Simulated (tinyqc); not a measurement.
Comparisons within one model: density of states of one tight-binding band on the triangular lattice. A value that a table varies takes the place of the one given here.

E(k) = -2 t (cos 2 pi k1 + cos 2 pi k2 + cos 2 pi (k1 + k2)); k in fractions of the reciprocal vectors, mesh k_i = j/N with j = 0 .. N-1. Densities are per cell and per spin, so the band holds one state.

Each cell of the mesh is cut along (i+1, j)-(i, j+1) into two triangles. For corner energies e1 <= e2 <= e3 and eij = ei - ej, the share of the triangle below E is n = (E - e1)^2/(e21 e31) for e1 < E < e2 and n = 1 - (e3 - E)^2/(e31 e32) for e2 < E < e3; its density of states is g = dn/dE.

Gaussian broadening: g(E) = mean over the mesh of exp(-(E - E_k)^2/(2 sigma^2))/(sigma sqrt(2 pi)), n(E) = mean of erfc((E_k - E)/(sigma sqrt 2))/2.

Parameters, chosen for this exercise: t = 1.53 eV (nearest hopping); N2 = 24 (mesh points along each axis in this comparison); sigma = 0.765 eV (Gaussian width); E = -0.37 eV (energy at which the density is wanted).

## Three ways to the same curve

N = N2 here; the reference is the linear method with N = 240.

g(E) (1/eV):

| E (eV) | reference | linear triangles | Gaussian, sigma | Gaussian, sigma/4 | reference n(E) |
|---|---|---|---|---|---|
| -7.927 | 0.032 | 0.033 | 0.031 | 0.033 | 0.039 |
| -6.676 | 0.035 | 0.035 | 0.035 | 0.059 | 0.081 |
| -5.424 | 0.038 | 0.038 | 0.038 | 0.060 | 0.127 |
| -4.172 | 0.042 | 0.042 | 0.042 | 0.064 | 0.177 |
| -2.920 | 0.047 | 0.047 | 0.048 | 0.076 | 0.233 |
| -1.668 | 0.055 | 0.054 | 0.055 | 0.052 | 0.296 |
| -0.417 | 0.065 | 0.065 | 0.066 | 0.046 | 0.371 |
| 0.835 | 0.082 | 0.082 | 0.086 | 0.069 | 0.462 |
| 2.087 | 0.120 | 0.117 | 0.134 | 0.139 | 0.584 |
| 3.339 | 0.194 | 0.191 | 0.165 | 0.177 | 0.817 |

What does this show, and why?

Root-mean-square errors against the reference: 0.0012 for linear triangles, 0.0102 for sigma and 0.0188 for sigma/4. The narrow Gaussian is worse than the wide one, because it resolves the separate mesh levels. The reference is highest at 3.339 eV of the energies listed, and half filling lies between 0.835 and 2.087 eV.

## Convergence with the mesh

At the energy E; the plain count is the share of mesh points below E; the reference is the linear method with N = 240.

Results:

| N | points | g linear | n linear | g Gaussian | n Gaussian | n plain count |
|---|---|---|---|---|---|---|
| 4 | 16 | 0.0882 | 0.3886 | 0.0004 | 0.4374 | 0.4375 |
| 6 | 36 | 0.0774 | 0.3682 | 0.1049 | 0.4027 | 0.3611 |
| 8 | 64 | 0.0631 | 0.3707 | 0.0920 | 0.3573 | 0.2969 |
| 12 | 144 | 0.0684 | 0.3736 | 0.0617 | 0.3814 | 0.3819 |
| 16 | 256 | 0.0646 | 0.3733 | 0.0673 | 0.3759 | 0.3555 |
| 24 | 576 | 0.0651 | 0.3736 | 0.0667 | 0.3769 | 0.3663 |
| 48 | 2304 | 0.0655 | 0.3737 | 0.0668 | 0.3769 | 0.3728 |

reference n and g: 0.3737  0.0655

How do the results move?

The linear n(E) stays within 0.002 of the reference from N = 12 on. The Gaussian g stays within 1 % of its last value from N = 16 on; it tends to the broadened curve, not the true one. At the last mesh it lies +0.001 1/eV from the reference g and the linear g 0.000. The plain count errs by -0.0008 at the last mesh.

## Critical points

The gradient vanishes at these points by symmetry; the signs of the eigenvalues of the second-derivative matrix give the type.

Critical points:

| point | k | E (eV) | positive | negative | type |
|---|---|---|---|---|---|
| Gamma | (0, 0) | -9.1800 | 2 | 0 | minimum |
| M | (0.5, 0) | 3.0600 | 1 | 1 | saddle |
| K | (0.3333, 0.3333) | 4.5900 | 0 | 2 | maximum |

What does this show?

Gamma is a minimum at -9.180 eV: g has a step there. M is a saddle at 3.060 eV: g diverges logarithmically there. K is a maximum at 4.590 eV: g has a step there.

## What moves the count of states

Linear method and Gaussian sum with N = 48. Each row changes one parameter from the base and keeps the others.

Results:

| case | n linear | g linear (1/eV) | n Gaussian | g Gaussian (1/eV) |
|---|---|---|---|---|
| base | 0.3737 | 0.0655 | 0.3769 | 0.0668 |
| t = 1.683 eV | 0.3759 | 0.0598 | 0.3785 | 0.0608 |
| E = -0.217 eV | 0.3838 | 0.0668 | 0.3872 | 0.0686 |
| sigma = 1.53 eV | 0.3737 | 0.0655 | 0.3888 | 0.0727 |

How do the results move?

The largest shifts from the base row, up to three for each result and ties (the steps differ in size, so this ranks the rows, not the parameters). n linear: E +0.0101, t +0.0022; unchanged at the printed digits by sigma. g linear (1/eV): t -0.0057, E +0.0013; unchanged at the printed digits by sigma. n Gaussian: sigma +0.0120, E +0.0104, t +0.0017. g Gaussian (1/eV): t -0.0060, sigma +0.0059, E +0.0018.

Computed by tinyqc, a small Python program: `OMP_NUM_THREADS=1 python tinyqc.py 1680786 1680787 out.jsonl` (the numbers bound the seed that draws the inputs); one thread of a shared host (Intel(R) Xeon(R) Processor @ 2.30GHz), about 0.1 s for the whole set of steps.
